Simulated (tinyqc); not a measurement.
Square-lattice Ising model by mean field, Bethe lattice, transfer matrix, exact enumeration and Monte Carlo steps: one step, computed by the program tinyqc. Command: `OMP_NUM_THREADS=1 python tinyqc.py 3017512 3017513 out.jsonl ising walk`. One thread of a shared host (Intel(R) Xeon(R) Processor @ 2.30GHz), about 0.2 s of CPU time with the checks.

H = -J sum over nearest pairs s_i s_j, s = +-1, no field, periodic boundaries; energies per site are in J. As a lattice gas or an alloy, s marks which species holds the site.

Question. Reduced coupling. K = J/(k_B T). Onsager: k_B T_c/J = 2/ln(1 + sqrt 2); mean field: 4; Bethe lattice with z = 4: 2/ln 2.

Inputs (values chosen for the exercise, for a model lattice): coupling J = 62.7 meV; temperature T = 2560 K.

Constants: k_B = 8.617333262e-05 eV/K.

Give: K; critical temperatures.

Answer.

K = 0.2842

critical temperatures (K): exact 1651, Bethe 2099, mean field 2910

T lies above the exact and Bethe values but below the mean-field one.
